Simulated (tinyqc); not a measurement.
Vacuum evaporation: vapour pressure, source flux, thickness distribution, purity and step coverage: one step, computed by the program tinyqc. Command: `OMP_NUM_THREADS=1 python tinyqc.py 3110714 3110715 out.jsonl evap walk`. One thread of a shared host (Intel(R) Xeon(R) Processor @ 2.30GHz), about 0.01 s of CPU time with the checks.

Molecular flow, unit sticking of the metal, no re-evaporation. The background gas is taken as water vapour (18.015 g/mol, collision diameter 0.37 nm) at 300 K.

Task: Offset source and rotation. Rotating wafer, source offset by s and facing upwards: thickness at radius r is the mean over the angle a of (1 + (r^2 + s^2 - 2 r s cos a)/h^2)^(-(n + 3)/2), by 360 equal steps; non-uniformity (max - min)/(max + min) over 21 radii from 0 to R.

Inputs (values chosen for the exercise, modelled on germanium, with constants for the liquid):
```
quantity                         value  unit
directionality n                     1     -
source-to-wafer distance h          33    cm
wafer radius R                      15    cm
source offset from the axis s/h   0.59     -
```

Give: centre thickness relative to an axial source; edge over centre, rotating; non-uniformity, rotating.

Result:

centre thickness relative to an axial source = 0.55024

edge over centre, rotating = 0.90928

non-uniformity, rotating = 4.7518 %
